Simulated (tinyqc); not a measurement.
WKB tunnelling through a gate dielectric with a two-band (Franz) dispersion, step by step. Values are carried at full precision from step to step, so a last printed digit may differ when a step is redone from the rounded ones.

Constants: hbar^2/2m0 = 3.80998211 eV angstrom^2.

Values chosen for the exercise (of the size used for SiO2 on silicon; not measured data): phi = 3.25 eV (barrier above the electron energy at the emitter); t = 11 angstrom (thickness); V = 1.1 V (voltage across the layer); Eg = 9.33 eV (gap of the dielectric); m = 0.5 m0 (mass at the conduction edge).

## Shape of the barrier

Field V/t (1 V/angstrom = 100 MV/cm), the end of the forbidden region x_e = min(t, phi t/V), and u there.

field = 10.00 MV/cm
x_e = 11.00 angstrom
u(x_e) = 2.150 eV

V < phi: a trapezoid, direct tunnelling through the whole layer.

## Decay constant through the layer

At depth x the conduction edge lies u(x) = phi - V x/t above the electron. Parabolic: kappa = sqrt(m u/c). Franz: kappa = sqrt(m u (1 - u/Eg)/c), which vanishes at both band edges. c = hbar^2/2m0. T = exp(-2 integral of kappa dx) over the region u > 0; no image force, no prefactor, zero transverse momentum. The region ends at x_e = min(t, phi t/V); x_e < t is the Fowler-Nordheim regime.

Nine points x = j x_e/8.

kappa (1/angstrom):

| x (angstrom) | u (eV) | parabolic | Franz |
|---|---|---|---|
| 0.000 | 3.2500 | 0.6531 | 0.5272 |
| 1.375 | 3.1125 | 0.6391 | 0.5217 |
| 2.750 | 2.9750 | 0.6248 | 0.5157 |
| 4.125 | 2.8375 | 0.6102 | 0.5090 |
| 5.500 | 2.7000 | 0.5953 | 0.5018 |
| 6.875 | 2.5625 | 0.5799 | 0.4939 |
| 8.250 | 2.4250 | 0.5641 | 0.4853 |
| 9.625 | 2.2875 | 0.5479 | 0.4760 |
| 11.000 | 2.1500 | 0.5312 | 0.4660 |

At the emitter the Franz value is 19.3 % below the parabolic one, the factor sqrt(1 - phi/Eg).

## The integrals by Simpson's rule

Weights 1, 4, 2, 4, 2, 4, 2, 4, 1 times a third of the spacing.

integral of kappa dx: parabolic 6.536, Franz 5.501

## The integrals in closed form

Parabolic: (2/3) sqrt(m/c) (t/V) (phi^(3/2) - u_e^(3/2)). Franz: sqrt(m/c) Eg^(3/2) (t/V) (f(phi/Eg) - f(u_e/Eg)) with f(y) = ((2y - 1) sqrt(y (1 - y)) + arcsin(sqrt y))/4. u_e = max(phi - V, 0). T = exp(-2 I).

integral of kappa dx: parabolic 6.5364, Franz 5.5007

T: parabolic 2.10e-06, Franz 1.67e-05

The two-band dispersion raises T by a factor 7.94.

## Checks

- Franz integral in closed form against adaptive quadrature: both 5.50068.

Computed by tinyqc, a small Python program: `OMP_NUM_THREADS=1 python tinyqc.py 1480569 1480570 out.jsonl` (the numbers bound the seed that draws the inputs); one thread of a shared host (Intel(R) Xeon(R) Processor @ 2.30GHz), about 0.01 s for the whole set of steps.
